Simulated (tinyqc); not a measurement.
Strain-driven crossing of the Gamma and L valleys in a germanium-like crystal alloyed with tin: one step. Band edges. Five cases, with inputs chosen for the exercise.

Question. Give the edges and the direct and indirect gaps from the top valence edge.

Edges from the unstrained valence top: Gamma at Eg + ac tr(e); an L valley with unit axis u at EgL + aL tr(e) + XuL (u.e.u - tr(e)/3), u along [111], [1-1-1], [-11-1], [-1-11]; valence edges are the levels of the 6 x 6 matrix of X, Y, Z times spin with -Dso/3 + l exx + m (eyy + ezz) on the diagonal (cyclic), n exy off it, l = av + 2 b, m = av - b, n = sqrt(3) d. Spin-orbit term (Dso/3) L.sigma on X, Y, Z with (L_k)_ij = -i epsilon_kij: <X+|H|Y+> = -i Dso/3, <X+|H|Z-> = Dso/3, <Y+|H|Z-> = -i Dso/3, <Z+|H|X-> = -Dso/3, <Z+|H|Y-> = i Dso/3, <X-|H|Y-> = i Dso/3, and their conjugates; + and - are the spin along z.

With tin the unstrained gaps become E(y) = (1 - y) E + y EgS - CS y (1 - y); all other values are kept.

Give: Gamma edge; L edges; valence edges from the top; direct and indirect gap.

Case 1.

Values chosen (near those of Ge, gaps at low temperature; shifted at random, so the results belong to these values and not to a real crystal):
- Eg = 0.893 eV (gap at Gamma to the s-like level)
- EgL = 0.755 eV (gap to L)
- Dso = 0.293 eV (spin-orbit splitting)
- ac = -8.2 eV (conduction deformation potential)
- av = 1.23 eV (valence hydrostatic potential)
- b = -2.57 eV (tetragonal shear potential)
- d = -5.25 eV (trigonal shear potential)
- aL = -1.47 eV (hydrostatic potential of the L edge, Xd + Xu/3)
- XuL = 15.79 eV (uniaxial potential, L)
- y = 0.022 (tin fraction)
- EgS = (-0.402, 0.115) eV (Gamma and L gaps of the tin end)
- CS = (2.81, 1.03) eV (bowing of the Gamma and L gaps)

strain tensor in the cubic axes, rows x, y, z and columns alike:
```
[[-0.01112949, 0.00957051, 0.00957051],
 [0.00957051, -0.01112949, 0.00957051],
 [0.00957051, 0.00957051, -0.01112949]]
```

Answer.

Gamma edge = 1.0778 eV

L edges (eV): [111] 1.0701, [1-1-1] 0.6671, [-11-1] 0.6671, [-1-11] 0.6671

valence edges from the top (eV): [0.0460, -0.0706, -0.3916]

direct and indirect gap (eV): [1.0319, 0.6211]

The gap is indirect: Gamma lies 411 meV above the lowest L valley. The top two valence edges are 117 meV apart.

Case 2.

Values chosen (near those of Ge, gaps at low temperature; shifted at random, so the results belong to these values and not to a real crystal):
- Eg = 0.907 eV (gap at Gamma to the s-like level)
- EgL = 0.742 eV (gap to L)
- Dso = 0.289 eV (spin-orbit splitting)
- ac = -8.28 eV (conduction deformation potential)
- av = 1.24 eV (valence hydrostatic potential)
- b = -2.59 eV (tetragonal shear potential)
- d = -5.23 eV (trigonal shear potential)
- aL = -1.74 eV (hydrostatic potential of the L edge, Xd + Xu/3)
- XuL = 16.89 eV (uniaxial potential, L)
- y = 0.036 (tin fraction)
- EgS = (-0.401, 0.128) eV (Gamma and L gaps of the tin end)
- CS = (2.68, 1.04) eV (bowing of the Gamma and L gaps)

strain tensor in the cubic axes, rows x, y, z and columns alike:
```
[[-0.00475829, 0.01284171, 0.00000000],
 [0.01284171, -0.00475829, 0.00000000],
 [0.00000000, 0.00000000, -0.01760000]]
```

Answer.

Gamma edge = 0.9914 eV

L edges (eV): [111] 0.8756, [1-1-1] 0.5864, [-11-1] 0.5864, [-1-11] 0.8756

valence edges from the top (eV): [0.0417, -0.0654, -0.3661]

direct and indirect gap (eV): [0.9498, 0.5447]

The gap is indirect: Gamma lies 405 meV above the lowest L valley. The top two valence edges are 107 meV apart.

Case 3.

Values chosen (near those of Ge, gaps at low temperature; shifted at random, so the results belong to these values and not to a real crystal):
- Eg = 0.891 eV (gap at Gamma to the s-like level)
- EgL = 0.747 eV (gap to L)
- Dso = 0.288 eV (spin-orbit splitting)
- ac = -8.27 eV (conduction deformation potential)
- av = 1.25 eV (valence hydrostatic potential)
- b = -2.6 eV (tetragonal shear potential)
- d = -5.29 eV (trigonal shear potential)
- aL = -1.43 eV (hydrostatic potential of the L edge, Xd + Xu/3)
- XuL = 16.22 eV (uniaxial potential, L)
- y = 0.101 (tin fraction)
- EgS = (-0.353, 0.109) eV (Gamma and L gaps of the tin end)
- CS = (2.28, 1.02) eV (bowing of the Gamma and L gaps)

strain tensor in the cubic axes, rows x, y, z and columns alike:
```
[[-0.00508230, 0.00421770, 0.00421770],
 [0.00421770, -0.00508230, 0.00421770],
 [0.00421770, 0.00421770, -0.00508230]]
```

Answer.

Gamma edge = 0.6844 eV

L edges (eV): [111] 0.7486, [1-1-1] 0.5661, [-11-1] 0.5661, [-1-11] 0.5661

valence edges from the top (eV): [0.0196, -0.0463, -0.3185]

direct and indirect gap (eV): [0.6648, 0.5466]

The gap is indirect: Gamma lies 118 meV above the lowest L valley. The top two valence edges are 66 meV apart.

Case 4.

Values chosen (near those of Ge, gaps at low temperature; shifted at random, so the results belong to these values and not to a real crystal):
- Eg = 0.882 eV (gap at Gamma to the s-like level)
- EgL = 0.741 eV (gap to L)
- Dso = 0.288 eV (spin-orbit splitting)
- ac = -8.32 eV (conduction deformation potential)
- av = 1.26 eV (valence hydrostatic potential)
- b = -2.57 eV (tetragonal shear potential)
- d = -5.36 eV (trigonal shear potential)
- aL = -1.47 eV (hydrostatic potential of the L edge, Xd + Xu/3)
- XuL = 15.73 eV (uniaxial potential, L)
- y = 0.114 (tin fraction)
- EgS = (-0.407, 0.139) eV (Gamma and L gaps of the tin end)
- CS = (2.89, 0.89) eV (bowing of the Gamma and L gaps)

strain tensor in the cubic axes, rows x, y, z and columns alike:
```
[[-0.00692540, 0.00577460, 0.00577460],
 [0.00577460, -0.00692540, 0.00577460],
 [0.00577460, 0.00577460, -0.00692540]]
```

Answer.

Gamma edge = 0.6160 eV

L edges (eV): [111] 0.7947, [1-1-1] 0.5525, [-11-1] 0.5525, [-1-11] 0.5525

valence edges from the top (eV): [0.0274, -0.0574, -0.3366]

direct and indirect gap (eV): [0.5886, 0.5250]

The gap is indirect: Gamma lies 64 meV above the lowest L valley. The top two valence edges are 85 meV apart.

Case 5.

Values chosen (near those of Ge, gaps at low temperature; shifted at random, so the results belong to these values and not to a real crystal):
- Eg = 0.91 eV (gap at Gamma to the s-like level)
- EgL = 0.747 eV (gap to L)
- Dso = 0.295 eV (spin-orbit splitting)
- ac = -8.19 eV (conduction deformation potential)
- av = 1.23 eV (valence hydrostatic potential)
- b = -2.54 eV (tetragonal shear potential)
- d = -5.3 eV (trigonal shear potential)
- aL = -1.52 eV (hydrostatic potential of the L edge, Xd + Xu/3)
- XuL = 16.38 eV (uniaxial potential, L)
- y = 0.036 (tin fraction)
- EgS = (-0.41, 0.064) eV (Gamma and L gaps of the tin end)
- CS = (2.2, 0.95) eV (bowing of the Gamma and L gaps)

strain tensor in the cubic axes, rows x, y, z and columns alike:
```
[[-0.01590000, 0.00000000, 0.00000000],
 [0.00000000, -0.01590000, 0.00000000],
 [0.00000000, 0.00000000, 0.01167560]]
```

Answer.

Gamma edge = 0.9510 eV

L edges (eV): [111] 0.7200, [1-1-1] 0.7200, [-11-1] 0.7200, [-1-11] 0.7200

valence edges from the top (eV): [0.0453, -0.0574, -0.3572]

direct and indirect gap (eV): [0.9057, 0.6747]

The gap is indirect: Gamma lies 231 meV above the lowest L valley. The top two valence edges are 103 meV apart.

Computed by tinyqc, one run a case: `OMP_NUM_THREADS=1 python tinyqc.py N N+1 out.jsonl` with N = 1051054, 1051066, 1051159, 1051436, 1051527; one thread of a shared Intel(R) Xeon(R) Processor @ 2.30GHz, about 0.01 s a run at most.
